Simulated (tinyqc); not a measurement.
Rates against energy: scattering rates of a carrier in a spherical band by Fermi's golden rule. Computed by tinyqc, a small Python program. Command: `OMP_NUM_THREADS=1 python tinyqc.py 3026158 3026159 out.jsonl scatter walk`. One thread of a shared host (Intel(R) Xeon(R) Processor @ 2.30GHz), about 0.01 s of CPU time with the checks.

All processes here are isotropic or elastic, and the rate listed is the momentum relaxation rate.

Inputs (values chosen for the exercise, modelled on holes in silicon):

| quantity | value | unit |
|---|---|---|
| density-of-states mass of one valley m | 0.508 | m_0 |
| static permittivity eps_s | 11.7 | - |
| density rho | 2329 | kg/m^3 |
| sound velocity v_l | 9130 | m/s |
| acoustic deformation potential D_A | 5.2 | eV |
| phonon energy hbar w | 62.9 | meV |
| optical or intervalley deformation potential D_o | 9.1 | 1e8 eV/cm |
| final valleys Z_f | 1 | - |
| ionised impurity density N_I | 1.4e+15 | 1/cm^3 |
| temperature T | 77 | K |

Crystal: non-polar. Band: parabolic. Impurity formula: Brooks-Herring. Further scattering: none.

Constants: k_B = 1.380649e-23 J/K; e = 1.602176634e-19 C; hbar = 1.054571817e-34 J s; m_0 = 9.1093837015e-31 kg; hbar = 6.582119569e-16 eV s; k_B = 8.617333262e-05 eV/K; eps_0 = 8.8541878128e-12 F/m.

Method:
- Parabolic band: E = hbar^2 k^2/(2 m), speed v = hbar k/m, states per spin, volume and energy g(E) = m k/(2 pi^2 hbar^2). Masses are multiplied by m_0 and all formulas are in SI units.
- Phonon occupation N_q = 1/(exp(hbar w/(k_B T)) - 1).
- Acoustic deformation potential (elastic, equipartition, absorption and emission together): 1/tau = 2 pi k_B T D_A^2 g(E)/(hbar rho v_l^2).
- Optical or intervalley deformation potential: 1/tau = (pi Z_f D_o^2/(rho w)) [N_q g(E + hbar w) + (N_q + 1) g(E - hbar w)], with g = 0 below the band edge.
- Singly charged impurities, momentum relaxation: 1/tau = N_I e^4 m (1 + 2 alpha E) Phi/(8 pi (eps_s eps_0)^2 hbar^3 k^3), with alpha = 0 for a parabolic band.
- Brooks-Herring: Phi = ln(1 + b) - b/(1 + b), b = 4 k^2 L_s^2.
- Debye screening by free carriers of density N_I: L_s = sqrt(eps_s eps_0 k_B T/(e^2 N_I)).

Momentum relaxation rates (1e12/s) and the total time:

| E (meV) | acoustic | optical absorption | optical emission | ionised impurity | tau_m (fs) |
|---|---|---|---|---|---|
| 6.3 | 0.1384 | 0.0004642 | 0.000 | 3.2921e-01 | 2136.6 |
| 16.0 | 0.2205 | 0.0004957 | 0.000 | 9.4089e-02 | 3173.8 |
| 31.0 | 0.3069 | 0.0005407 | 0.000 | 3.8245e-02 | 2892.7 |
| 57.0 | 0.4162 | 0.0006110 | 0.000 | 1.6579e-02 | 2307.5 |
| 69.0 | 0.4579 | 0.0006409 | 1.804 | 1.2740e-02 | 439.5 |
| 94.0 | 0.5344 | 0.0006990 | 4.073 | 8.3098e-03 | 216.6 |
| 140.0 | 0.6522 | 0.0007949 | 6.414 | 4.7826e-03 | 141.4 |
| 220.0 | 0.8176 | 0.0009386 | 9.155 | 2.5492e-03 | 100.2 |
| 380.0 | 1.0746 | 0.0011744 | 13.007 | 1.1876e-03 | 71.0 |
| 630.0 | 1.3836 | 0.0014689 | 17.394 | 5.8438e-04 | 53.2 |

What follows from these numbers?

The largest rate is ionised impurity at 6.30, acoustic from 16.0 to 57.0, optical emission from 69.0 to 630 meV. Crossing hbar w = 62.9 meV opens emission: tau_m goes from 2310 to 440 fs between the two rows around it. The impurity rate goes between the last rows as E^-1.40, against the E^(-3/2) of unscreened Rutherford scattering; the acoustic rate follows g(E) and grows by a factor 10.0 over the table.

Extremes, crossings and ranges named in words are read from the listed rows.
